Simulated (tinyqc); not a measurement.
MOS inversion layer, Poisson-Schroedinger loop: effect of the temperature.

Electrons confined at an insulator interface at z = 0, treated as a hard wall; parabolic valleys, Hartree approximation, no image or exchange terms. The depletion charge lies far deeper than the electrons and gives a uniform field q Nd/(eps0 eps_r); the gate balances all charge. Energies are counted from the band edge at the interface.

Schroedinger equation -(C/mz) psi'' + (V0 + U) psi = E psi, C = hbar^2/(2 m0), psi(0) = 0, on a uniform mesh of 800 nodes with a far wall at 21 nm, 8 levels a set; V0 = q Nd z/(eps0 eps_r); dU/dz = q (Ns - integral of n from 0 to z)/(eps0 eps_r), U(0) = 0; N_k = g md m0 q Vt/(pi hbar^2) ln(1 + exp((EF - E_k)/Vt)), g the number of valleys of the set, sum N_k = Ns. Triangular well: E_k = a_k (C F^2/mz)^(1/3), a_1 = 2.338107, a_2 = 4.087949, C = hbar^2/(2 m0), F in eV/nm. Fang-Howard (all electrons in the lowest level of set A): b^3 = 6 (mz1/C) q (Nd + 11 Ns/32)/(eps0 eps_r), centroid 3/b, level C b^2/(4 mz1) + (3/b) q (Nd + 11 Ns/16)/(eps0 eps_r). The centroid adds 3.9 z_av/eps_r to an oxide-equivalent thickness. Shares under 0.0001 % are printed as 0.

Parameters, values chosen for the exercise; masses and permittivity close to those of gallium nitride: relative permittivity eps_r = 9.44; mass along z of valley set A (1 valley(s)) mz1 = 0.2 m0; in-plane density-of-states mass of set A md1 = 0.203 m0; sheet density of electrons Ns = 2.6e12 cm^-2; sheet density of depletion charge Nd = 1.5e12 cm^-2.

Constants: q = 1.602176634e-19 C, kB = 1.380649e-23 J/K, hbar = 1.054571817e-34 J s, m0 = 9.1093837015e-31 kg, Vt = kB T/q, eps0 = 8.8541878128e-14 F/cm where lengths are in cm, hbar^2/(2 m0) = 0.0380998212 eV nm^2. Results are converted to the units shown.

The same in every row: Fang-Howard centroid (nm) = 2.65.

Effect of the temperature:
```
T (K)	A1 (meV)	A2 (meV)	EF (meV)	share of A1 (%)	share of A2 (%)	centroid z_av (nm)	added oxide equivalent (nm)
20	222	332	252	100	0	2.49	1.03
50	222	332	252	100	0	2.49	1.03
77	222	332	252	100	1.32e-4	2.49	1.03
120	222	332	252	100	0.0145	2.49	1.03
200	222	332	249	99.5	0.449	2.50	1.03
300	222	334	242	97.5	2.42	2.54	1.05
400	223	336	232	94.0	5.38	2.62	1.08
500	223	338	219	90.0	8.43	2.73	1.13
```

As T goes from 20 to 500, A1 rises from 222 to 223 meV, the share of A1 falls from 100 to 90.0 % and the centroid rises from 2.49 to 2.73 nm. EF lies more than 2 meV above A1 for T = 20, 50, 77, 120, 200, 300, 400. The Fang-Howard centroid is 6.7 % above the full one in the first row, where A1 holds 100 %, and 2.7 % below it in the last, where A1 holds 90.0 %.

Numbers from tinyqc (`OMP_NUM_THREADS=1 python tinyqc.py 2160068 2160069 out.jsonl`; about 0.4 s on one thread of a shared Intel Xeon 2.30GHz).
